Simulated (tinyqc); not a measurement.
# Donor binding, ionisation and the Mott limit: Freeze-out

Hydrogenic donor: Ry = (m0 q^3/(8 eps0^2 h^2)) me/eps_r^2 in eV, E0 = cc Ry, radius a = q/(8 pi eps0 eps_r E0), Mott density Nm = (0.26/a)^3. Below Nm the level sinks as Ed = E0 [1 - (N/Nm)^(1/3)]. Neutrality: Nc F12(eta) = N/(1 + 2 exp(eta + Ed/kB T)), F12(x) = (2/sqrt(pi)) int_0^infinity sqrt(u)/(1 + exp(u - x)) du.

Nc is given at 300 K and scales as T^1.5.

Inputs (values chosen for the exercise); band and dielectric values close to those of germanium: relative permittivity eps_r = 16.3; mass in the hydrogenic formula, set independently of Nc me = 0.119 m0; conduction-band density of states at 300 K Nc = 1.03e19 cm^-3; ratio of the true binding energy to the hydrogenic one cc = 1; donor density N = 5.5e15 cm^-3.

Constants: q = 1.602176634e-19 C, kB = 1.380649e-23 J/K, eps0 = 8.8541878128e-12 F/m, h = 6.62607015e-34 J s, m0 = 9.1093837015e-31 kg, Vt = kB T/q. Results are converted to the units shown.

Freeze-out:
```
T (K)     eta  n (cm^-3)  ionised (%)  ln(n/T^0.75)
30     -4.173   4.991e15        90.74         33.60
45     -4.725   5.291e15        96.21         33.35
60     -5.140   5.385e15        97.91         33.15
80     -5.563   5.435e15        98.81         32.95
110    -6.036   5.464e15        99.34         32.71
150    -6.499   5.479e15        99.62         32.48
220    -7.072   5.489e15        99.80         32.20
300    -7.536   5.493e15        99.88         31.96
400    -7.967   5.496e15        99.92         31.75
```

The ionised share rises from 90.7 to 99.9 %. Between the first two rows ln(n/T^0.75) has the slope 1.90 meV against q/kB T; deep freeze-out without compensation gives -Ed/2 = -1.55 meV, a limit that these rows do not reach, since a large share is already ionised.

Range of the model: A sharp level with degeneracy 2 overstates freeze-out near Nm, where the impurity band broadens and merges with the conduction band.

Computed by the program tinyqc: `OMP_NUM_THREADS=1 python tinyqc.py 2330037 2330038 out.jsonl`, one thread of a shared Intel Xeon 2.30GHz, about 0.01 s for the whole run.
